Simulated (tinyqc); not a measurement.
The best anneal temperature for the time t: solubility, supersaturation, precipitation and gettering of an impurity in a silicon-like host. Computed by tinyqc, a small Python program. Command: `OMP_NUM_THREADS=1 python tinyqc.py 3019222 3019223 out.jsonl ripen walk`. One thread of a shared host (Intel(R) Xeon(R) Processor @ 2.30GHz), about 0.01 s of CPU time with the checks.

The wafer was saturated at T1 and is then held at T.

Inputs (values chosen for the exercise, modelled on iron in silicon):
```
quantity                                   value    unit
site density N0                            5e+22  1/cm^3
enthalpy of solution H                      3.02      eV
entropy of solution S                        8.8     k_B
diffusion prefactor D0                   0.00084  cm^2/s
migration energy Q                         0.685      eV
temperature of saturation T1                1350       K
anneal temperature T                         896       K
sink density n                           9.4e+07  1/cm^3
initial sink radius r0                        23      nm
impurity density in the precipitate C_p  2.9e+22  1/cm^3
interface energy gamma                       0.3   J/m^2
anneal time t                                810       s
```

Constants: k_B = 8.617333262e-05 eV/K; k_B = 1.380649e-23 J/K.

Method:
- C_eq(T) = N0 exp(S/k_B - H/(k_B T)); D(T) = D0 exp(-Q/(k_B T)); C0 = C_eq(T1). Supersaturation s = C0/C_eq(T); critical radius r* = 2 gamma/(C_p k_B T ln s); barrier W* = (4 pi/3) gamma r*^2. Strain energy is left out.
- r_f = [r0^3 + 3 (C0 - C_eq)/(4 pi n C_p)]^(1/3), tau_f = 1/(4 pi n r_f D).
- Growing sinks: with y = r/r_f and y0 = r0/r_f, dy/dt = (1 - y^3)/(3 tau_f y), which integrates to t/tau_f = F(y) - F(y0), F(y) = (1/2) ln[(1 + y + y^2)/(1 - y)^2] - sqrt(3) arctan[(2y + 1)/sqrt(3)]; the share of the excess left is (1 - y^3)/(1 - y0^3), and C(t) = C_eq + (C0 - C_eq) x share.

C0 = 1.76438e+15 1/cm^3

Dissolved share after t:
```
T (K)     C_eq/C0   tau_f (s)  C(t)/C0
608    1.7421e-14  8.7255e+04  0.99610
702    3.9181e-11  1.5152e+04  0.97691
810    3.0471e-08  3.3480e+03  0.88714
918    4.9489e-06  1.0553e+03  0.62530
1026   2.7526e-04  4.2418e+02  0.23669
1134   7.1210e-03  2.0325e+02  0.03867
1228   7.5845e-02  1.2150e+02  0.07786
1296   3.3903e-01  9.5751e+01  0.33926
```

What follows from these numbers?

The lowest dissolved share among these rows is 0.039 at 1134 K. Above it solubility sets the floor; below it diffusion is too slow for this time. Solubility falls with H = 3.02 eV and diffusion with Q = 0.685 eV. Caution: the barrier to homogeneous nucleation is below 35 k_B T for these inputs, so new precipitates would form and outnumber the fixed sinks assumed here.

Extremes, crossings and ranges named in words are read from the listed rows.
